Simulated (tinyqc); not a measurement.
Free and trapped electrons in a MOS channel with a dense trap tail: one step of the calculation.

p-type body, charge-sheet picture, full ionisation (an idealisation for deep acceptors), Boltzmann statistics for free electrons. e = Ec - EF at the surface. Acceptor-like traps of density D(E) = D0 + De exp(-E/Ew) at depth E below Ec, from 0 to Eu, hold n_t = integral of D(E)/(1 + exp((e - E)/Vt)). psi = Eg - Vt ln(Nv/Na) - e; N_dep = sqrt(2 eps0 eps_r Na (psi - Vt)/q); n_f = sqrt(N_dep^2 + 2 eps0 eps_r Vt Nc exp(-e/Vt)/q) - N_dep; Vg = Vfb + psi + q (N_dep + n_t + n_f)/Cox, Cox = eps0 eox/tox.

Task. Trapped charge. Trapezoid rule on 16 equal steps from 0 to Eu, f = 1/(1 + exp((e - E)/Vt)).

Parameters, values chosen for the exercise; band and dielectric values close to those of 4H silicon carbide:
```
symbol   value         unit                                             meaning
T          400            K                                         temperature
D0      1.3e10  cm^-2 eV^-1  constant background density of acceptor-like traps
De      3.1e13  cm^-2 eV^-1          density of the tail at the conduction edge
Ew        0.09           eV                            decay energy of the tail
Eu        0.62           eV        depth below Ec down to which the traps reach
e        0.062           eV                              Ec - EF at the surface
```

Constants: q = 1.602176634e-19 C, kB = 1.380649e-23 J/K, Vt = kB T/q. Results are converted to the units shown.

Wanted: E; D(E) f; n_t.

Result.

```
point,E (eV),D(E) f (cm^-2 eV^-1)
0,0,4.404e12
1,0.03875,6.806e12
2,0.07750,8.008e12
3,0.1163,7.067e12
4,0.1550,5.201e12
5,0.1938,3.537e12
6,0.2325,2.338e12
7,0.2712,1.532e12
8,0.3100,1.002e12
9,0.3488,6.562e11
10,0.3875,4.313e11
11,0.4263,2.849e11
12,0.4650,1.898e11
13,0.5038,1.280e11
14,0.5425,8.774e10
15,0.5813,6.159e10
16,0.6200,4.459e10
```

n_t = 1.533e12 cm^-2

Numbers from tinyqc (`OMP_NUM_THREADS=1 python tinyqc.py 2222092 2222093 out.jsonl`; about 0.02 s on one thread of a shared Intel Xeon 2.30GHz).
